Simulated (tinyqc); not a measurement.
Magnetisation curve: two coupled magnetic layers: synthetic antiferromagnet, spin flop, exchange bias and magnetoresistance. Computed by tinyqc, a small Python program. Command: `OMP_NUM_THREADS=1 python tinyqc.py 3012382 3012383 out.jsonl saf walk`. One thread of a shared host (Intel(R) Xeon(R) Processor @ 2.30GHz), about 0.4 s of CPU time with the checks.

Moments lie in the plane at the angles p1, p2 from the field. Energy per area: E = J1 cos(p1 - p2) + J2 cos^2(p1 - p2) - B M_s (t1 cos p1 + t2 cos p2) + K (t1 sin^2 p1 + t2 sin^2 p2).

Inputs (values chosen for the exercise, for a model stack):

| quantity | value | unit |
|---|---|---|
| saturation magnetisation M_s | 1270 | kA/m |
| thickness t1 | 2.3 | nm |
| thickness t2 | 1.7 | nm |
| antiferromagnetic coupling J1 | 0.51 | mJ/m^2 |
| biquadratic coupling J2 | 0.007 | mJ/m^2 |
| in-plane anisotropy K | 3.5 | kJ/m^3 |
| field over the saturation field | 0.48 | - |

Field direction: along the easy axis.

Method. The parallel state is stable while the Hessian at p1 = p2 = 0 is positive: with c = J1 + 2 J2 and u = B M_s + 2K, (u t1 - c)(u t2 - c) > c^2, so B_sat M_s = c (1/t1 + 1/t2) - 2K. B_K = 2K/M_s. The lowest minimum of E over both angles (from five starts; of two mirror images the one with p1 >= 0, and for equal layers |p1| <= |p2|).

saturation field B_sat = 416.584 mT

Equilibrium states:

| B/B_sat | B (mT) | p1 (degrees) | p2 (degrees) | m/m_sat |
|---|---|---|---|---|
| 0.02 | 8.33 | 0.000 | -180.00 | 0.1500 |
| 0.06 | 25.00 | 0.000 | -180.00 | 0.1500 |
| 0.12 | 49.99 | 0.000 | -180.00 | 0.1500 |
| 0.20 | 83.32 | 0.000 | -180.00 | 0.1500 |
| 0.30 | 124.98 | 42.701 | -106.42 | 0.3024 |
| 0.45 | 187.46 | 45.933 | -80.90 | 0.4671 |
| 0.60 | 249.95 | 41.213 | -63.83 | 0.6200 |
| 0.80 | 333.27 | 29.658 | -42.13 | 0.8148 |
| 0.95 | 395.75 | 14.814 | -20.25 | 0.9546 |
| 1.10 | 458.24 | 0.000 | 0.00 | 1.0000 |

The collinear state is the lowest in 4 row(s), with m/m_sat = (t1 - t2)/(t1 + t2) = 0.150; then the moments are canted and close at B_sat. The largest gap between m/m_sat and B/B_sat in the canted rows is 0.020.

Extremes, crossings and ranges named in words are read from the listed rows.
